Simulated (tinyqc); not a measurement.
Effective mass of the conduction band from tabulated energies: one step. Finite differences. Three cases, with inputs chosen for the exercise.

Question. The band is even in k. m = c k^2/E(k) from the points 1, 2, 4 (k = 0 is point 0); Richardson from points 1 and 2: c/m = [16 E(k1) - E(k2)]/(12 k1^2).

c = hbar^2/2m0.
Constants: hbar^2/2m0 = 3.80998211 eV angstrom^2.

Case 1.

Energies along [111], from the band edge:

| k (1/angstrom) | E (meV) |
|---|---|
| 0.0000000 | 0.000000 |
| 0.0061000 | 3.626400 |
| 0.0122000 | 14.296700 |
| 0.0183000 | 31.435200 |
| 0.0244000 | 54.227000 |
| 0.0305000 | 81.762400 |
| 0.0366000 | 113.151900 |
| 0.0427000 | 147.594400 |
| 0.0488000 | 184.404400 |

reference mass (curvature of the model at k = 0.0001 1/angstrom) = 0.0389001 m0

Case 2.

Energies along [111], from the band edge:

| k (1/angstrom) | E (meV) |
|---|---|
| 0.0000000 | 0.000000 |
| 0.0066000 | 2.491200 |
| 0.0132000 | 9.911000 |
| 0.0198000 | 22.104000 |
| 0.0264000 | 38.827000 |
| 0.0330000 | 59.769800 |
| 0.0396000 | 84.578700 |
| 0.0462000 | 112.878300 |
| 0.0528000 | 144.290900 |

reference mass (curvature of the model at k = 0.0001 1/angstrom) = 0.0665000 m0

Case 3.

Energies along [100], from the band edge:

| k (1/angstrom) | E (meV) |
|---|---|
| 0.0000000 | 0.000000 |
| 0.0014000 | 0.560300 |
| 0.0028000 | 2.226900 |
| 0.0042000 | 4.959300 |
| 0.0056000 | 8.695300 |
| 0.0070000 | 13.357800 |
| 0.0084000 | 18.862200 |
| 0.0098000 | 25.122300 |
| 0.0112000 | 32.054700 |

reference mass (curvature of the model at k = 0.0001 1/angstrom) = 0.0133001 m0

Give: m from points 1, 2, 4; m by Richardson.

Answer.

Case 1.

m from points 1, 2, 4 (m0): 0.03909  0.03966  0.04183

m by Richardson = 0.03891 m0

Errors against the reference: +0.50, +1.97 and +7.53 % and +0.02 %. The extrapolation removes the k^4 term.

Case 2.

m from points 1, 2, 4 (m0): 0.06662  0.06698  0.06839

m by Richardson = 0.06650 m0

Errors against the reference: +0.18, +0.72 and +2.84 % and 0.00 %. The extrapolation removes the k^4 term.

Case 3.

m from points 1, 2, 4 (m0): 0.01333  0.01341  0.01374

m by Richardson = 0.01330 m0

Errors against the reference: +0.21, +0.85 and +3.31 % and 0.00 %. The extrapolation removes the k^4 term.

Computed by tinyqc, one run a case: `OMP_NUM_THREADS=1 python tinyqc.py N N+1 out.jsonl` with N = 1851040, 1880595, 1880633; one thread of a shared Intel(R) Xeon(R) Processor @ 2.30GHz, about 0.01 s a run at most.
